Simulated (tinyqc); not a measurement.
Programming of a floating-gate cell by Fowler-Nordheim tunnelling: one step of the calculation.

Per tunnel area the floating gate has Ctun = 3.9 eps0/tox to the channel (0 V) and Ccg to the control gate, Ct = Ctun/(1 - ag), no other coupling. With the threshold shift U = -Q/Ccg the field is F = ag (Vg - U)/tox, and dU/dt = J/Ccg. Fowler-Nordheim: J = A F^2 exp(-B/F), A = q^2/(16 pi^2 hbar mo phi) (times 1e14 for A/cm^2 with F in V/nm, emitter mass m0), B = (4/3) sqrt(mo/C) phi^1.5, C = hbar^2/(2 m0).

Question. Explicit time steps against the exact solution. U(new) = U + dt J(F(U))/Ccg. Exact: exp(B/F(t)) = exp(B/F(0)) + K t, K = A B ag/(Ccg tox), and U = Vg - tox F/ag.

Parameters, values chosen for the exercise; oxide values close to those of silicon dioxide:

| symbol | value | unit | meaning |
|---|---|---|---|
| phi | 3.09 | eV | tunnel barrier |
| mo | 0.45 | m0 | tunnelling mass |
| tox | 9.7 | nm | tunnel oxide thickness |
| ag | 0.64 |  | coupling ratio Ccg/Ct |
| Vt0 | -2.9 | V | threshold shift at the start |
| Vg | 13.9 | V | control-gate voltage |
| dt | 9.3 | us | time step |
| n | 8 |  | steps |

Constants: q = 1.602176634e-19 C, hbar = 1.054571817e-34 J s, m0 = 9.1093837015e-31 kg, eps0 = 8.8541878128e-14 F/cm where lengths are in cm, hbar^2/(2 m0) = 0.0380998212 eV nm^2. Results are converted to the units shown.

Give: t; F; J; U by steps; U exact.

Answer.

```
step  t (us)  F (V/nm)  J (A/cm^2)  U by steps (V)  U exact (V)
0          0     1.108     0.02412          -2.900       -2.900
1      9.300     1.085     0.01424          -2.546       -2.615
2      18.60     1.071     0.01033          -2.336       -2.416
3      27.90     1.061    0.008142          -2.184       -2.264
4      37.20     1.053    0.006728          -2.065       -2.141
5      46.50     1.047    0.005735          -1.966       -2.038
6      55.80     1.041    0.004998          -1.882       -1.950
7      65.10     1.036    0.004428          -1.808       -1.873
8      74.40     1.032    0.003974          -1.743       -1.804
```

Range of the model: Programming fields of 10 MV/cm and more wear the oxide; trapping and the channel potential are ignored.

tinyqc, about 0.02 s, one thread, Intel Xeon 2.30GHz (shared host): `OMP_NUM_THREADS=1 python tinyqc.py 2130126 2130127 out.jsonl`
